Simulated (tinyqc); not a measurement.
# Transistor under a ferroelectric capacitor (negative capacitance), static model: what changes with what

A ferroelectric film of thickness tf lies between the gate and an inner metal at potential v, which drives an ordinary transistor. One domain, P = Q (background permittivity neglected): Vg = v + tf (2 al Q + 4 be Q^3), al = -3 sqrt(3) Ec/(4 Pr), be = 3 sqrt(3) Ec/(8 Pr^3). Gate charge Q(v) = Qi + Cp v with the channel charge Qi = Cox n Vt ln(1 + exp((v - VT)/(n Vt))). Q in uC/cm^2, E in kV/cm; 1 nm times 1 kV/cm is 1e-4 V. Domains, leakage and the switching time are left out.

Parameters, values chosen for the exercise; Pr and Ec close to those of hafnium oxide based films:
- T = 400 K (temperature)
- Pr = 11 uC/cm^2 (remanent polarisation)
- Ec = 1500 kV/cm (coercive field)
- Cox = 2.4 uF/cm^2 (capacitance of the inner oxide)
- Cp = 0.51 uF/cm^2 (overlap capacitance per gate area)
- VT = 0.35 V (threshold of the inner transistor)
- n = 1.3 (subthreshold factor of the inner transistor)
- Vg = 0.44 V (gate voltage)

Constants: q = 1.602176634e-19 C, kB = 1.380649e-23 J/K, Vt = kB T/q. Results are converted to the units shown.

Each table varies one quantity; the others keep the values above.

## Effect of the coercive field

C = dQ/dv = Cox/(1 + exp(-(v - VT)/(n Vt))) + Cp; dVg/dv = 1 + C tf (2 al + 12 be Q^2); gain = dv/dVg. The largest gain is taken over -0.3 V < v < 2.5 V, tc is the thickness at which dVg/dv first touches zero, the swing is n Vt ln 10 (1 + 2 al tf Cp), v solves Vg(v) = Vg, and the last column compares Qi(v) with Qi(Vg) of the transistor without the film.

In this table tf = 7.1 nm.

Effect of the coercive field:
```
Ec (kV/cm)  tc (nm)  largest gain  swing (mV/decade)  v at Vg (V)  Qi with/without film
400           37.21         1.236              99.65       0.4771                 1.356
600           24.81         1.401              97.88       0.5029                 1.613
800           18.61         1.617              96.12       0.5366                 1.958
1000          14.89         1.912              94.35       0.5827                 2.436
1200          12.40         2.339              92.59       0.6493                 3.130
1500          9.923         3.515              89.94       0.8240                 4.956
1800          8.270         7.071              87.30        1.178                 8.655
```

What does the table show?

As Ec goes from 400 to 1800 kV/cm, the largest gain rises from 1.24 to 7.07, the swing falls from 99.6 to 87.3 mV a decade and tc falls from 37.2 to 8.27 nm. At Ec = 1800 kV/cm the gate charge passes 2.5 uC/cm^2, about what a silicon dioxide interlayer withstands. At Ec = 1800 kV/cm the gain relies on a single-domain state close to the fold, which domains would spoil.

## Effect of the overlap capacitance per gate area

Same model as above.

In this table tf = 7.1 nm.

Effect of the overlap capacitance per gate area:
```
Cp (uF/cm^2)  tc (nm)  largest gain  swing (mV/decade)  v at Vg (V)  Qi with/without film
0.1             11.46         2.630              100.6       0.6145                 2.767
0.3             10.65         3.001              95.39       0.7051                 3.713
0.5             9.955         3.486              90.20       0.8178                 4.891
0.7             9.356         4.147              85.01       0.9503                 6.277
0.9             8.833         5.097              79.82        1.090                 7.735
1.1             8.373         6.579              74.63        1.217                 9.066
1.3             7.965         9.208              69.44        1.319                 10.14
1.5             7.602         15.15              64.25        1.395                 10.92
```

As Cp goes from 0.1 to 1.5 uF/cm^2, the largest gain rises from 2.63 to 15.2, the swing falls from 101 to 64.2 mV a decade and tc falls from 11.5 to 7.60 nm. For Cp = 0.9 to 1.5 uF/cm^2 the gate charge passes 2.5 uC/cm^2, about what a silicon dioxide interlayer withstands. For Cp = 0.9 to 1.5 uF/cm^2 the gain relies on a single-domain state close to the fold, which domains would spoil.

Program tinyqc, `OMP_NUM_THREADS=1 python tinyqc.py 2860008 2860009 out.jsonl`; Intel Xeon 2.30GHz, shared host, one thread, about 0.02 s.
